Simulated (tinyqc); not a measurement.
Donors with valley-orbit split 1s states: sweeps and comparisons. A value that a table varies takes the place of the one given here.

Each donor binds at most one electron, in any of its states. For a site s, W_s = sum over its states of g exp(E/kT), and the ionised share is 1/(1 + W_s exp(eta)), eta = (EF - Ec)/kT; n = Nc F_1/2(eta); neutrality n + NA = ND x (mean ionised share); holes are neglected. Nc from N = 2 (m kB T/(4 pi c))^(3/2) with c = hbar^2/2m0, in 1/angstrom^3; times 1e24 for 1/cm^3, m = md. F_j(eta) = (1/Gamma(j + 1)) integral_0^infinity x^j dx/(1 + exp(x - eta)), which tends to exp(eta) for eta << 0.

Mobility (Caughey-Thomas form): mu = mu0 + (mu1 (T/300)^(-ga) - mu0)/(1 + ((ND + NA)/Nr)^de); rho = 1/(e n mu), e = 1.602176634e-19 C.

Constants: hbar^2/2m0 = 3.80998211 eV angstrom^2; kB = 8.617333262e-05 eV/K.

Values chosen for the exercise (near those of P in Si; the results hold for these values, not for the real material): md = 1.057 m0 (density-of-states mass of the conduction band); E = (44.4, 32.6, 31.1) meV (binding energies of 1s(A1), 1s(T2), 1s(E)); g = (2, 6, 4) (their degeneracies with spin); ND = 6.3e+17 1/cm^3 (donors); NA = 0 1/cm^3 (compensating acceptors, all ionised); T = 225 K; mu0 = 62 cm^2/(V s) (mobility at heavy doping); mu1 = 1378 cm^2/(V s) (mobility at light doping and 300 K); Nr = 9e+16 1/cm^3 (reference doping); de = 0.72 (doping exponent); ga = 2.3 (temperature exponent).

## What the excited states change

The last columns keep only the ground state of each site (g = 2).

Results:
```
T (K)  effective degeneracy    eta  n (1/cm^3)  n, ground states only  ratio
40                     2.28  -7.23    9.66e+14               1.03e+15  0.937
60                     2.92  -5.51    9.82e+15               1.18e+16  0.829
80                     3.66  -4.79    3.12e+16               4.19e+16  0.746
110                    4.71  -4.31    8.06e+16               1.19e+17  0.676
150                    5.84  -4.11    1.58e+17               2.44e+17  0.648
200                    6.87  -4.08    2.49e+17               3.77e+17  0.662
250                    7.63  -4.15    3.24e+17               4.65e+17  0.698
300                    8.19  -4.26    3.83e+17               5.19e+17  0.738
400                    8.98  -4.50    4.63e+17               5.73e+17  0.808
500                    9.50  -4.74    5.11e+17               5.96e+17  0.858
```

What does this show, and why?

The effective degeneracy grows from 2.28 to 9.50. Excited states hold electrons back, so the ratio is never above 1; it is lowest, 0.648, at 150 K of those listed, and 0.738 at 300 K. At low T the excited states empty out, and at high T more donors are ionised (n is 81 % of ND - NA in the last row), so the effect is largest in between.

## Ionisation and resistivity against doping

NA = 0.

Results:
```
ND (1/cm^3)  n (1/cm^3)   n/ND  mu (cm^2/(V s))  rho (ohm cm)  rho at full ionisation
1.0e+14        1.00e+14  1.000             2651          23.6                    23.5
1.0e+15        9.96e+14  0.996             2572          2.44                    2.43
1.0e+16        9.62e+15  0.962             2226         0.291                   0.280
3.0e+16        2.70e+16  0.901             1857         0.124                   0.112
1.0e+17        7.63e+16  0.763             1317        0.0621                  0.0474
3.0e+17        1.75e+17  0.584              834        0.0427                  0.0249
1.0e+18        3.87e+17  0.387              454        0.0355                  0.0138
2.0e+18        5.87e+17  0.293              315        0.0338                 0.00992
```

What can be read from the table?

From 1e16 to 1e18 1/cm^3 rho falls by a factor 8.2, not 100: the mobility takes a factor 4.91 and incomplete ionisation 2.49. n/ND is below 0.9 from 1e+17 1/cm^3 on. From a few times 1e18 1/cm^3 on, depending on the dopant, the levels merge with the band, and already below that screening lowers the binding energy, so the last rows understate n.

## Compensation sets the slope of the freeze-out

NA = K ND. The slope energy is -d ln(n T^(-p))/d(1/kT) between 30 and 36 K, with p = 3/4 for K = 0 and p = 3/2 otherwise.

Results:
```
K       n(30 K) (1/cm^3)  n(36 K) (1/cm^3)  slope energy (meV)
0               9.51e+13          4.45e+14               21.82
0.0010          1.40e+13          2.30e+14               39.15
0.010           1.42e+12          3.10e+13               43.58
0.050           2.73e+11          5.99e+12               43.65
0.20            5.75e+10          1.26e+12               43.65
0.50            1.44e+10          3.15e+11               43.65
```

What can be read from the table?

Without acceptors the slope is 21.82 meV, against half the ground-state energy, 22.20; with K = 0.05 it is 43.65 meV, against the full 44.4. The full energy (less a few meV where excited levels lie within a few kT) shows where n is far below NA, since the acceptors then hold EF near the donor level: n(36 K)/NA is 0.37 for K = 0.001 and 0.00019 for K = 0.05; where it is not small, the slope falls short of the full energy.

## What moves the carrier density

All results formed anew. Each row changes one parameter from the base and keeps the others.

Results:
```
case                           eta  n (1/cm^3)  rho (ohm cm)
base                        -4.110   2.890e+17       0.03739
E = (49.4, 32.6, 31.1) meV  -4.137   2.812e+17       0.03843
md = 1.163 m0               -4.204   3.038e+17       0.03557
ND = 1.26e+18 1/cm^3        -3.673   4.459e+17       0.03487
NA = 6.3e+16 1/cm^3         -4.258   2.494e+17       0.04553
T = 255 K                   -4.162   3.310e+17       0.04232
Nr = 1.8e+17 1/cm^3         -4.110   2.890e+17       0.02650
```

How do the results move?

The largest shifts from the base row, up to three for each result and ties (the steps differ in size, so this ranks the rows, not the parameters). eta: ND +0.437, NA -0.148, md -0.094; unchanged at the printed digits by Nr. n (1/cm^3): ND +1.57e+17, T +4.20e+16, NA -3.97e+16; unchanged at the printed digits by Nr. rho (ohm cm): Nr -0.0109, NA +0.00814, T +0.00494.

Run: tinyqc, `OMP_NUM_THREADS=1 python tinyqc.py 1682151 1682152 out.jsonl`; Intel(R) Xeon(R) Processor @ 2.30GHz, one thread, shared host; about 0.01 s of CPU time with all checks.
